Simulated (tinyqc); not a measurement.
Hydrogenic impurity: series, fields, screening, photoionisation and donor-acceptor pairs: one step, computed by the program tinyqc. Command: `OMP_NUM_THREADS=1 python tinyqc.py 3028374 3028375 out.jsonl hydrogenic walk`. One thread of a shared host (Intel(R) Xeon(R) Processor @ 2.30GHz), about 0.01 s of CPU time with the checks.

One isotropic, parabolic band. Effective units: Ry* and a*, in which H = -nabla^2 - 2/r.

Question. Effective units and the series. Ry* = Ry m/eps^2, a* = a_0 eps/m; level n is bound by Ry*/n^2; <r> = (3/2) a* in 1s; lines 1s -> np at Ry* (1 - 1/n^2); 1 THz = 4.135667696 meV.

Inputs (values chosen for the exercise, for a model semiconductor): electron mass m = 0.288 m_0; dielectric constant eps = 9.88.

Parts treated: electric field and pairs.

Constants: Ry = 13.605693123 eV; a_0 = 0.529177210903 angstrom; h x 1 THz = 4.135667696 meV.

Give: Ry*; a*; <r> of 1s; Series.

Answer.

Ry* = 40.142 meV

a* = 18.154 angstrom

<r> of 1s = 27.231 angstrom

Series:

| n | binding (meV) | line from 1s (meV) | line (THz) |
|---|---|---|---|
| 2 | 10.036 | 30.107 | 7.2797 |
| 3 | 4.460 | 35.682 | 8.6278 |
| 4 | 2.509 | 37.633 | 9.0997 |
| 5 | 1.606 | 38.536 | 9.3180 |
